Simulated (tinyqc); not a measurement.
Transmission against energy, and which matching rule a chain obeys: heterojunction of two tight-binding chains.

Left chain: hopping -t1, sites at 2 t1 (band bottom 0). Right chain: hopping -t2, sites at dE + 2 t2 (bottom dE). t = c/(m a^2), c = hbar^2/2m0. The bond across the interface is -tc with tc = f sqrt(t1 t2), and the last left site has the extra energy U. In a chain E = bottom + 2t (1 - cos(ka)); the surface Green function of a half chain is g = -exp(ika)/t, with Im k > 0 where cos(ka) > 1.

Constants: hbar^2/2m0 = 3.80998211 eV angstrom^2.

Values chosen for the exercise (masses and offset of the size met at Si / SiGe; not measured data): a = 2.8 angstrom (site spacing); m1 = 0.174 m0 (mass on the left); m2 = 0.195 m0 (mass on the right); dE = 0.18 eV (band offset); f = 0.81 (factor on the interface hopping); U = 0.5 eV (extra energy on the last left site).

Chain A is the junction as given; chain B has tc = sqrt(t1 t2) and U = 0; chain C has tc = t2 and U = t2 - t1, the finite-difference form of -d/dx (c/m) d/dx. Continuum formulas T = 4 x y/(x + y)^2 with parabolic k: x, y = k/m on each side (BenDaniel-Duke) or x, y = k (slope continuous).

T:
```
E - dE (eV)  E (eV)  chain A  chain B  chain C  k/m matched  k matched
0.002         0.182   0.0598   0.3573   0.3258       0.3279     0.3596
0.005         0.185   0.0933   0.5022   0.4627       0.4654     0.5051
0.010         0.190   0.1300   0.6258   0.5825       0.5856     0.6289
0.020         0.200   0.1807   0.7486   0.7053       0.7084     0.7516
0.050         0.230   0.2769   0.8827   0.8465       0.8491     0.8850
0.100         0.280   0.3779   0.9477   0.9205       0.9225     0.9494
0.200         0.380   0.5032   0.9818   0.9637       0.9651     0.9828
0.400         0.580   0.6399   0.9955   0.9845       0.9854     0.9959
```

How do the results move, and what explains it?

Chain C follows the k/m rule within 0.0031 and chain B the plain k rule within 0.0031, while the two rules differ by up to 0.0433: in B the self-energy of the right side is -t1 exp(i k2 a), so only k2 enters, and in C it is -t2 exp(i k2 a), which carries 1/m2. Chain A, with f = 0.81 and U = 0.5 eV, has an interface term of its own and lies up to 0.6058 from B and 0.5696 from C.

Program tinyqc; command `OMP_NUM_THREADS=1 python tinyqc.py 1450249 1450250 out.jsonl`; about 0.01 s on one thread of a shared Intel(R) Xeon(R) Processor @ 2.30GHz.
